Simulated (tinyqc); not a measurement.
Effective mass of the light-hole band from tabulated energies: one step. Least squares over all points. Three cases, with inputs chosen for the exercise.

Task: Fit E = a k^2 (a = sum k^2 E/sum k^4), then E = a k^2 + b k^4 from the normal equations; E in eV; m = c/a.

c = hbar^2/2m0. A uniform scatter of up to 0.3 meV has been added to mimic numerical noise.
Constants: hbar^2/2m0 = 3.80998211 eV angstrom^2.

Give: sums of k^4, k^6, k^8; sums of k^2 E, k^4 E; a, one term; a and b, two terms; m, one and two terms.

Case 1.

Energies along [111], from the band edge downward:

| k (1/angstrom) | E (meV) |
|---|---|
| 0.0000000 | 0.000000 |
| 0.0035000 | 1.127300 |
| 0.0070000 | 4.784100 |
| 0.0105000 | 9.943200 |
| 0.0140000 | 17.848000 |
| 0.0175000 | 26.813200 |
| 0.0210000 | 37.962600 |
| 0.0245000 | 49.599100 |
| 0.0280000 | 62.589100 |

reference mass (curvature of the model at k = 0.0001 1/angstrom) = 0.0403878 m0

Result:

sums of k^4, k^6, k^8: 1.3163e-06  8.2164e-10  5.5587e-13

sums of k^2 E, k^4 E: 0.00010864  6.7057e-08

a, one term = 82.529 eV angstrom^2

a and b, two terms: 93.44  -1.748e+04

m, one and two terms (m0): 0.04617  0.04077

The parabola over all points errs by +14.3 % because the weights k^4 favour the outer points; the second term brings the error to +1.0 %.

Case 2.

Energies along [110], from the band edge downward:

| k (1/angstrom) | E (meV) |
|---|---|
| 0.0000000 | 0.000000 |
| 0.0049000 | 0.848500 |
| 0.0098000 | 3.049500 |
| 0.0147000 | 7.112000 |
| 0.0196000 | 12.602500 |
| 0.0245000 | 18.843600 |
| 0.0294000 | 26.432400 |
| 0.0343000 | 33.839400 |
| 0.0392000 | 41.642800 |

reference mass (curvature of the model at k = 0.0001 1/angstrom) = 0.1104021 m0

Result:

sums of k^4, k^6, k^8: 5.0569e-06  6.1866e-09  8.2034e-12

sums of k^2 E, k^4 E: 0.00014465  1.7393e-07

a, one term = 28.605 eV angstrom^2

a and b, two terms: 34.46  -4788

m, one and two terms (m0): 0.13319  0.11055

The parabola over all points errs by +20.6 % because the weights k^4 favour the outer points; the second term brings the error to +0.1 %.

Case 3.

Energies along [111], from the band edge downward:

| k (1/angstrom) | E (meV) |
|---|---|
| 0.0000000 | 0.000000 |
| 0.0021000 | 1.406000 |
| 0.0042000 | 4.417900 |
| 0.0063000 | 9.998600 |
| 0.0084000 | 17.094500 |
| 0.0105000 | 25.185000 |
| 0.0126000 | 35.175700 |
| 0.0147000 | 45.434400 |
| 0.0168000 | 57.049800 |

reference mass (curvature of the model at k = 0.0001 1/angstrom) = 0.0147909 m0

Result:

sums of k^4, k^6, k^8: 1.7060e-07  3.8334e-11  9.3364e-15

sums of k^2 E, k^4 E: 3.5968e-05  7.9611e-09

a, one term = 210.83 eV angstrom^2

a and b, two terms: 248.5  -1.676e+05

m, one and two terms (m0): 0.01807  0.01533

The parabola over all points errs by +22.2 % because the weights k^4 favour the outer points; the second term brings the error to +3.7 %.

Computed by tinyqc, one run a case: `OMP_NUM_THREADS=1 python tinyqc.py N N+1 out.jsonl` with N = 1851163, 1880261, 1880302; one thread of a shared Intel(R) Xeon(R) Processor @ 2.30GHz, about 0.01 s a run at most.
